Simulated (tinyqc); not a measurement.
# On-chip interconnect, size-dependent resistivity and RC delay: two studies

A rectangular line between two neighbours and two ground planes. Surface and grain-boundary scattering are added to the bulk resistivity as corrections; capacitances are parallel-plate values without fringing; inductance is ignored.

Values chosen for this exercise; metal values close to those of copper:
- rho0 = 1.73 uohm cm (bulk resistivity)
- lam = 40.4 nm (bulk mean free path)
- ps = 0.6 (specular share of surface scattering)
- Rg = 0.16 (reflection coefficient of grain boundaries)
- gr = 2 (grain size over the metal width)
- wd = 82 nm (drawn line width)
- AR = 1.8 (aspect ratio, height over width)
- tl = 2.1 nm (liner on both walls and the bottom, not conducting)
- sp = 82 nm (space to the neighbouring lines)
- hd = 87 nm (dielectric height to the planes above and below)
- ek = 3.9 (relative permittivity of the dielectric)
- Mf = 1 (Miller factor of the neighbours)
- Lw = 6 um (line length)
- Rd = 1200 ohm (driver resistance)
- Cl = 0.084 fF (load capacitance)
- rho2 = 7.94 uohm cm (bulk resistivity of the second metal (close to ruthenium))
- lam2 = 6.44 nm (mean free path of the second metal)
- tl2 = 0 nm (liner of the second metal)

Constants: eps0 = 8.8541878128e-12 F/m. Results are converted to the units shown.

Each table varies one quantity; the others keep the values above.

## Delay against the space to the neighbouring lines

Metal width x = wd - 2 tl, height y = AR wd - tl; grain boundaries (Mayadas-Shatzkes): al = (lam/(gr x)) Rg/(1 - Rg), g = 1/[1 - 3 al/2 + 3 al^2 - 3 al^3 ln(1 + 1/al)] - 1; surfaces (Fuchs-Sondheimer, thick limit): s = (3/8) lam (1 - ps)(1/x + 1/y); rho = rho0 (1 + g + s); r = rho/(x y); c = eps0 ek (2 wd/hd + 2 Mf AR wd/sp). Elmore delay tE = Rd (c Lw + Cl) + r Lw (c Lw/2 + Cl); t50 is the time at which the far end of a ladder of 30 pi sections (half capacitances at both ends, Cl at the far end, a step applied through Rd) reaches half the step; line share r Lw/(Rd + r Lw); estimate 0.69 Rd (c Lw + Cl) + 0.38 r c Lw^2 + 0.69 r Lw Cl.

The same in every row: rho (uohm cm) = 2.063; r (ohm/um) = 1.822; line share of the resistance (%) = 0.9030.

Delay against the space to the neighbouring lines:

| sp (nm) | c (fF/um) | tE (ps) | t50 (ps) | estimate (ps) |
|---|---|---|---|---|
| 41 | 0.3137 | 2.371 | 1.644 | 1.637 |
| 57 | 0.2439 | 1.866 | 1.294 | 1.288 |
| 79 | 0.1941 | 1.506 | 1.044 | 1.039 |
| 110 | 0.1578 | 1.243 | 0.8621 | 0.8579 |
| 150 | 0.1331 | 1.064 | 0.7381 | 0.7345 |
| 210 | 0.1136 | 0.9236 | 0.6407 | 0.6376 |
| 300 | 0.09907 | 0.8183 | 0.5676 | 0.5648 |
| 410 | 0.08996 | 0.7524 | 0.5219 | 0.5193 |

As sp goes from 41 to 410, r stays at 1.82 ohm/um, c falls from 0.314 to 0.0900 fF/um and t50 falls from 1.64 to 0.522 ps. t50/tE stays at 0.694, and the estimate is within 0.49 % of t50.

## Two metals against line width

Metal width x = wd - 2 tl, height y = AR wd - tl; grain boundaries (Mayadas-Shatzkes): al = (lam/(gr x)) Rg/(1 - Rg), g = 1/[1 - 3 al/2 + 3 al^2 - 3 al^3 ln(1 + 1/al)] - 1; surfaces (Fuchs-Sondheimer, thick limit): s = (3/8) lam (1 - ps)(1/x + 1/y); rho = rho0 (1 + g + s); r = rho/(x y). The second metal has rho2, lam2 and tl2 in place of rho0, lam and tl; ps, Rg, gr and AR are shared.

Two metals against line width:

| wd (nm) | rho, first (uohm cm) | rho, second (uohm cm) | r, first (ohm/um) | r, second (ohm/um) | ratio second/first |
|---|---|---|---|---|---|
| 6.5 | 11.33 | 10.87 | 5130 | 1429 | 0.2786 |
| 8 | 7.754 | 10.32 | 1659 | 896.1 | 0.5401 |
| 10 | 5.793 | 9.849 | 628.2 | 547.2 | 0.8710 |
| 13 | 4.477 | 9.410 | 238.9 | 309.3 | 1.295 |
| 17 | 3.655 | 9.066 | 100.2 | 174.3 | 1.739 |
| 22 | 3.134 | 8.811 | 46.95 | 101.1 | 2.154 |
| 30 | 2.711 | 8.579 | 20.25 | 52.96 | 2.616 |
| 45 | 2.358 | 8.367 | 7.325 | 22.95 | 3.134 |
| 70 | 2.123 | 8.214 | 2.604 | 9.313 | 3.577 |
| 120 | 1.955 | 8.100 | 0.7891 | 3.125 | 3.960 |

The resistivity of the first metal falls from 11.3 to 1.95 uohm cm and that of the second goes from 10.9 to 8.10 uohm cm as the line widens. The products rho0 lam, which set the size effect, are 69.9 and 51.1 uohm cm nm. The two resistances cross at wd = 10.8 nm: below it the second metal gives the lower line resistance. For widths well under the mean free path the thick-limit surface term is only a guide.

tinyqc, about 0.01 s, one thread, Intel Xeon 2.30GHz (shared host): `OMP_NUM_THREADS=1 python tinyqc.py 2100040 2100041 out.jsonl`
